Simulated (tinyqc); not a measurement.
Deep level with several charge states, and Shockley-Read-Hall recombination: one step. Emission and generation in a depleted region. Three cases, with inputs chosen for the exercise.

Question. With n = p = 0 the level generates pairs at G = Nt en ep/(en + ep); generation lifetime tg = ni/G; current density e G W for a width W = 1 micrometre, e = 1.602176634e-19 C.

One level at Et with degeneracy 1: tn = 1/(sn vth Nt), tp = 1/(sp_ vth Nt), n1 = Nc exp((Et - Eg)/kT), p1 = Nv exp(-Et/kT), ni^2 = n1 p1. Equilibrium p0 = Nm, n0 = ni^2/Nm; n = n0 + dn, p = p0 + dn. U = (n p - ni^2)/(tp (n + n1) + tn (p + p1)), lifetime dn/U; emission rates en = sn vth n1, ep = sp_ vth p1.

Constants: kB = 8.617333262e-05 eV/K.

Give: en, ep; G; tg; current density.

Case 1.

Values chosen (gap and densities of states near those of GaN at this temperature; shifted at random, so the results belong to these values and not to a real crystal): Eg = 3.435 eV (gap); Nc = 2.28e+18 1/cm^3 (conduction-band density of states); Nv = 4.52e+19 1/cm^3 (valence-band density of states); T = 300 K; Et = 2.708 eV (recombination level above Ev); Nt = 1.9e+14 1/cm^3 (defects); sn = 9.2e-16 cm^2 (electron capture cross-section); sp_ = 7.8e-16 cm^2 (hole capture cross-section); vth = 16000000 cm/s (thermal velocity, both carriers).

Answer.

en, ep (1/s): 0.0205  1.82e-34

G = 3.45e-20 1/(cm^3 s)
tg = 4.13e+15 microsecond
current density = 5.53e-43 A/cm^2

The slower step, hole emission, limits the rate: en/ep = 1.13e+32.

Case 2.

Values chosen (gap and densities of states near those of Si at this temperature; shifted at random, so the results belong to these values and not to a real crystal): Eg = 1.085 eV (gap); Nc = 4.11e+19 1/cm^3 (conduction-band density of states); Nv = 1.81e+19 1/cm^3 (valence-band density of states); T = 400 K; Et = 0.501 eV (recombination level above Ev); Nt = 3.6e+15 1/cm^3 (defects); sn = 2.3e-15 cm^2 (electron capture cross-section); sp_ = 2.7e-14 cm^2 (hole capture cross-section); vth = 16000000 cm/s (thermal velocity, both carriers).

Answer.

en, ep (1/s): 6.63e+04  3.81e+06

G = 2.35e+20 1/(cm^3 s)
tg = 0.0170 microsecond
current density = 0.00376 A/cm^2

The slower step, electron emission, limits the rate: en/ep = 0.0174.

Case 3.

Values chosen (gap and densities of states near those of GaN at this temperature; shifted at random, so the results belong to these values and not to a real crystal): Eg = 3.432 eV (gap); Nc = 2.24e+18 1/cm^3 (conduction-band density of states); Nv = 4.52e+19 1/cm^3 (valence-band density of states); T = 300 K; Et = 1.369 eV (recombination level above Ev); Nt = 1.3e+14 1/cm^3 (defects); sn = 1.5e-16 cm^2 (electron capture cross-section); sp_ = 2.6e-14 cm^2 (hole capture cross-section); vth = 15000000 cm/s (thermal velocity, both carriers).

Answer.

en, ep (1/s): 1.11e-25  1.77e-10

G = 1.44e-11 1/(cm^3 s)
tg = 1.04e+07 microsecond
current density = 2.31e-34 A/cm^2

The slower step, electron emission, limits the rate: en/ep = 6.27e-16.

Computed by tinyqc, one run a case: `OMP_NUM_THREADS=1 python tinyqc.py N N+1 out.jsonl` with N = 1650562, 1651285, 1651423; one thread of a shared Intel(R) Xeon(R) Processor @ 2.30GHz, about 0.01 s a run at most.
